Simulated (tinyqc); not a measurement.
Worked calculation: order-disorder in a binary alloy on two sublattices: Bragg-Williams and pair (quasi-chemical) approximations. Computed by tinyqc, a small Python program that keeps every step. Command: `OMP_NUM_THREADS=1 python tinyqc.py 3002779 3002780 out.jsonl order walk`. One thread of a shared host (Intel(R) Xeon(R) Processor @ 2.30GHz), about 0.01 s of CPU time with the checks. Intermediate numbers are printed to about 7 digits and carried at full precision; extremes and crossings named in words are read from the listed rows.

All z = 8 neighbours of a site lie on the other sublattice. B fills the sublattices with x + eta/2 and x - eta/2; energies are per site, from the pure components: u = -z w y with y the probability of an A-B bond taken in one order.

Inputs (values chosen for the exercise, for a model alloy): ordering energy w = (e_AA + e_BB)/2 - e_AB = 9.91 meV; fraction x of B = 0.5; temperature T = 274 K.

Lattice: bcc (B2 order, z = 8). Method: plain iteration, 400 steps.

scattering factors f_A, f_B (electrons): 18  44

Constants: k_B = 8.617333262e-05 eV/K.

## Critical temperatures

Bragg-Williams: k_B T_c = 2 z w x (1 - x). Pair approximation at x = 1/2: k_B T_c = w/ln(z/(z - 2)).

T_c, Bragg-Williams = 460.0031 K

T_c, pair approximation at x = 1/2 = 399.7495 K

At x = 1/2 the pair value is 0.869 of the Bragg-Williams one; the ratio tends to 1 as z grows.

## Long-range order, Bragg-Williams

Bragg-Williams: u = -z w [x (1 - x) + eta^2/4]; minimising f gives ln[a (1 - b)/(b (1 - a))] = 2 z w eta/(k_B T) =: ln Q, a = x + eta/2, b = x - eta/2. For given Q this is a quadratic for eta, (Q - 1) eta^2/4 - (Q + 1) eta/2 + (Q - 1) x (1 - x) = 0, smaller root: the map eta -> phi(eta). Plain iteration eta = phi(eta), 400 steps at most; start at 0.999 times 2x; stop when |phi - eta| < 1e-10.

Iteration:
```
step        eta   phi(eta)      phi - eta
1     0.9990000  0.9324926  -6.650737e-02
2     0.9324926  0.9163085  -1.618415e-02
3     0.9163085  0.9118407  -4.467729e-03
4     0.9118407  0.9105679  -1.272884e-03
5     0.9105679  0.9102020  -3.658478e-04
6     0.9102020  0.9100966  -1.054143e-04
7     0.9100966  0.9100662  -3.039562e-05
...         ...        ...            ...
12    0.9100540  0.9100539  -6.066677e-08
13    0.9100539  0.9100539  -1.749802e-08
14    0.9100539  0.9100539  -5.046929e-09
15    0.9100539  0.9100539  -1.455679e-09
16    0.9100539  0.9100539  -4.198593e-10
17    0.9100539  0.9100539  -1.210990e-10
18    0.9100539  0.9100539  -3.492862e-11
```

order parameter eta = 0.9100539

last residual = 3.492862e-11

Converged: eta is 91.0 % of its largest value 2x.

## Energy, entropy and site fractions

a = x + eta/2, b = x - eta/2; u = -z w [x (1 - x) + eta^2/4]; s/k_B = [s2(a) + s2(b)]/2, s2(c) = -c ln c - (1 - c) ln(1 - c); gain on ordering = f(eta) - f(0), f = u - T s. Superlattice over fundamental intensity = [eta (f_B - f_A)/2]^2/[(1 - x) f_A + x f_B]^2.

B fraction on its own sublattice = 0.9550269

B fraction on the A sublattice = 0.04497306

energy u = -36.23489 meV/site

entropy s = 0.1834388 k_B/site

gain on ordering = -4.379910 meV/site

intensity ratio = 0.1456457

The antisite fraction is 0.0450; the dilute estimate exp(-z w/(k_B T)) gives 0.0348.

## Short-range order at the Bragg-Williams T_c

Quasi-chemical disordered state, with T here the Bragg-Williams T_c and not the input T: y^2/[(1 - x - y)(x - y)] = exp(2 w/(k_B T)) =: E, so y = 2 x (1 - x)/(1 + r), r = sqrt(1 - 4 x (1 - x)(1 - 1/E)); Warren-Cowley alpha = 1 - y/(x (1 - x)); u = -z w y.

bond probability y = 0.2810883

alpha of the disordered state at the Bragg-Williams T_c = -0.1243530

energy of the disordered state = -22.28468 meV/site

Short-range order already holds 12 % of the full ordering energy z w x^2, counted from the random alloy at -z w x (1 - x); Bragg-Williams puts none there.

## Both approximations at x = 1/2

At x = 1/2 the alloy is an Ising model with K = w/(2 k_B T). Bragg-Williams: eta = tanh(z K eta), neighbour correlation -eta^2. Pair: h = (z - 1) artanh(tanh K tanh h), eta = tanh(z h/(z - 1)), correlation -(tanh K + tanh^2 h)/(1 + tanh K tanh^2 h). T is given in units of the Bragg-Williams T_c at x = 1/2, z w/(2 k_B).

Order and neighbour correlation:
```
T/T_c     T (K)  eta, Bragg-Williams  correlation, Bragg-Williams  eta, pair  correlation, pair
0.30   138.0009            0.9974138                   -0.9948343  0.9973403         -0.9947177
0.45   207.0014            0.9739759                   -0.9486290  0.9709569         -0.9443358
0.55   253.0017            0.9355293                   -0.8752150  0.9225255         -0.8584745
0.65   299.0020            0.8720654                   -0.7604980  0.8317077         -0.7152185
0.75   345.0023            0.7755163                   -0.6014256  0.6664152         -0.5027037
0.85   391.0026            0.6295015                   -0.3962721  0.2892691         -0.2089538
0.95   437.0029            0.3794852                   -0.1440090  0.0000000         -0.1308248
1.10   506.0034            0.0000000                    0.0000000  0.0000000         -0.1131497
1.50   690.0046            0.0000000                    0.0000000  0.0000000         -0.0831410
```

The pair approximation loses long-range order between T/T_c = 0.85 and 0.95, at 400 K, and keeps a correlation of -0.083 in the last row. At its own T_c the correlation is -1/(z - 1) = -0.143, so the fewer the neighbours, the more of the ordering energy is released above T_c.

Checks made by the program: eta against bracketed root finding (relative difference below 1e-10).
